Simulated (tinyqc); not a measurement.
Field-effect mobility of a thin-film transistor with band-tail and deep states (multiple trapping). From effective mobility mu_eff back to tail width E_t. Computed by tinyqc, a small Python program. Command: `OMP_NUM_THREADS=1 python tinyqc.py 3007223 3007224 out.jsonl tft inv`. One thread of a shared host (Intel(R) Xeon(R) Processor @ 2.30GHz), about 0.2 s of CPU time with the checks.

A thick film in accumulation at small drain voltage. Only free electrons move; trapped ones still screen the gate. N_c and mu_0 are held fixed when T changes, leaving out the T^(3/2) growth of N_c. x = E_0 - psi is the distance of the Fermi level below the band edge.

Inputs (values chosen for the exercise, modelled on amorphous silicon):

| quantity | value | unit |
|---|---|---|
| permittivity eps | 11.8 | - |
| effective density of states N_c | 1.8e+20 | 1/cm^3 |
| band mobility mu_0 | 11 | cm^2/(V s) |
| tail density at the edge g_t | 3.8e+21 | 1/(eV cm^3) |
| deep-state density g_d | 1.4e+16 | 1/(eV cm^3) |
| flat-band Fermi level below the edge, E_0 | 0.44 | eV |
| equivalent oxide thickness t | 17 | nm |
| surface band bending psi_s as a fraction of E_0 | 0.79 | - |
| temperature T | 350 | K |

Deep states: included.

Constants: k_B = 8.617333262e-05 eV/K; e = 1.602176634e-19 C; eps_0 = 8.8541878128e-12 F/m.

Method:
- F_j(eta) = int_0^infinity x^j/(1 + exp(x - eta)) dx, without a gamma-function factor.
- Integrals over x = E/(k_B T) use 160 Gauss-Legendre points in u = sqrt(x) from 0 to sqrt(max(eta, 0) + 32).
- Free n(x) = N_c (2/sqrt(pi)) F_1/2(-x/k_B T), with F_1/2 from its two-term series in exp(-x/k_B T) for x >= 12 k_B T; tail n_t(x) = int_0^1.2eV g_t exp(-E/E_t)/(1 + exp((x - E)/k_B T)) dE, E counted down from the edge, 120 Gauss-Legendre points; deep charge g_d psi; space charge rho(psi) = n + n_t + g_d psi less its value at psi = 0.
- Poisson: F(psi) = sqrt((2 e/(eps eps_0)) int_0^psi rho dpsi'); V_G - V_FB = psi_s + eps F(psi_s) t/3.9; free sheet density N_f = int (n - n(E_0))/F dpsi; induced sheet density N_i = eps eps_0 F(psi_s)/e; trapezoid rule on 301 even points in psi, the first interval left out of N_f.
- mu_eff = mu_0 N_f/N_i; field-effect mobility mu_FE = mu_0 e (dN_f/dV_G)/C_ox and swing S = dV_G/dlog10(N_f), by a central difference of +/- 2 mV in psi_s; C_ox = 3.9 eps_0/t.

Task: A run gave the result below. Find the tail width E_t, known to lie between 27 and 59 meV.

effective mobility mu_eff = 1.178417 cm^2/(V s)

Result:

Each step takes the trial c = (a f_b - b f_a)/(f_b - f_a), f being the result less the target and a, b, c the logarithms of the listed values; c replaces end b, the old b replaces a if the sign of f changed, and otherwise f_a is halved.

Scan of the range:

| tail width E_t (meV) | effective mobility mu_eff (cm^2/(V s)) |
|---|---|
| 27.0 | 3.33857 |
| 30.8 | 2.53913 |
| 35.0 | 1.86969 |
| 39.9 | 1.32472 |
| 45.5 | 0.91961 |
| 51.8 | 0.63572 |
| 59.0 | 0.43892 |

False position (Illinois rule, in the logarithm of the input) inside the bracket:

| step | end a | end b | trial | effective mobility mu_eff (cm^2/(V s)) |
|---|---|---|---|---|
| 1 | 39.9000 | 45.5000 | 41.8381 | 1.16306 |
| 2 | 39.9000 | 41.8381 | 41.4951 | 1.18981 |
| 3 | 41.8381 | 41.4951 | 41.6408 | 1.17835 |
| 4 | 41.4951 | 41.6408 | 41.6400 | 1.17842 |
| 5 | 41.4951 | 41.6400 | 41.6400 | 1.17842 |
| 6 | 41.6400 | 41.6400 | 41.6400 | 1.17842 |

Effective mobility mu_eff falls at every point of a 13-point scan of the range (every second point is shown), so one value fits; it is bracketed by 39.9 and 45.5. Answer: tail width E_t = 41.64 meV.
